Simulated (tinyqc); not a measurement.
Mean-field antiferromagnet of the Hubbard model on the square lattice, step by step. Values are carried at full precision from step to step, so a last printed digit may differ when a step is redone from the rounded ones.

e(k) = -2 t (cx + cy) - 4 t2 cx cy, ci = cos ki; one electron a site; Q = (pi, pi). <n_up - n_dn> = m cos(Q.R) gives Delta = U m/2 and bands E = e+ -/+ sqrt(e-^2 + Delta^2), e+- = (e(k) +- e(k + Q))/2 (the constant U/2 is dropped). Means run over the mesh k_i = 2 pi (j + 1/2)/N of the whole zone: mu from mean(f(E-) + f(E+)) = 1; m(out) = mean of Delta (f(E-) - f(E+))/sqrt(e-^2 + Delta^2); free energy per site F = -kT mean[ln(1 + exp(-(E- - mu)/kT)) + ln(1 + exp(-(E+ - mu)/kT))] + mu + U m^2/4. Order at T > 0 in two dimensions is an artefact of mean field.

Constants: kB = 8.617333262e-05 eV/K.

Parameters, chosen for this exercise:

| symbol | value | unit | meaning |
|---|---|---|---|
| t | 0.62 | eV | nearest hopping |
| t2 | 0 | eV | second hopping |
| N | 4 |  | mesh |
| U | 3.61 | eV | on-site repulsion |
| m0 | 0.35 |  | starting staggered moment |
| T | 600 | K |  |

## Folded levels on the mesh

Collect the points with equal |e-| and e+.

Classes of points:

| \|e-\| (eV) | e+ (eV) | points |
|---|---|---|
| 0.00000 | 0.00000 | 8 |
| 1.75362 | 0.00000 | 8 |

## One mean-field step

From m = m0 form Delta, the two bands of each class and m(out).

Delta = 0.6318 eV

E-, E+ and Delta/sqrt(e-^2 + Delta^2) of each class:

| \|e-\| (eV) | E- (eV) | E+ (eV) | Delta/sqrt(e-^2 + Delta^2) |
|---|---|---|---|
| 0.0000 | -0.6318 | 0.6318 | 1.0000 |
| 1.7536 | -1.8639 | 1.8639 | 0.3389 |

m(out) = 0.6695

m(out) is above m0, so the next step starts from a larger moment.

## Self-consistency

Repeat with m = m(out) until |m(out) - m| < 1e-8; F(0) is the free energy at m = 0.

Iterations:

| step | m | Delta (eV) | m(out) | F (eV) |
|---|---|---|---|---|
| 1 | 0.350000 | 0.63175 | 0.669460 | -1.137294 |
| 2 | 0.669460 | 1.20838 | 0.783704 | -1.264529 |
| 3 | 0.783704 | 1.41459 | 0.813926 | -1.279512 |
| 4 | 0.813926 | 1.46914 | 0.821095 | -1.280533 |
| 5 | 0.821095 | 1.48208 | 0.822748 | -1.280590 |
| 6 | 0.822748 | 1.48506 | 0.823126 | -1.280593 |
| 7 | 0.823126 | 1.48574 | 0.823213 | -1.280593 |
| 8 | 0.823213 | 1.48590 | 0.823233 | -1.280593 |
| 9 | 0.823233 | 1.48593 | 0.823237 | -1.280593 |
| 10 | 0.823237 | 1.48594 | 0.823238 | -1.280593 |
| 11 | 0.823238 | 1.48594 | 0.823238 | -1.280593 |
| 12 | 0.823238 | 1.48595 | 0.823238 | -1.280593 |
| 13 | 0.823238 | 1.48595 | 0.823238 | -1.280593 |
| 14 | 0.823238 | 1.48595 | 0.823238 | -1.280593 |

m = 0.8232
Delta = 1.4859 eV
lowest E+ minus highest E- on the mesh = 2.9719 eV
F - F(0) = -367.94 meV

Converged in 14 steps. The ordered state lies 367.94 meV a site below the paramagnet and is an insulator on this mesh. A mesh of N = 48 gives m = 0.819 and F - F(0) = -269.6 meV.

## Checks

- Energy gain at U = 400 t against the exchange limit -z t^2/U a site (z neighbours), counted from -U/4 (eV): both -0.00620.

Program tinyqc; command `OMP_NUM_THREADS=1 python tinyqc.py 1682482 1682483 out.jsonl`; about 0.2 s on one thread of a shared Intel(R) Xeon(R) Processor @ 2.30GHz.
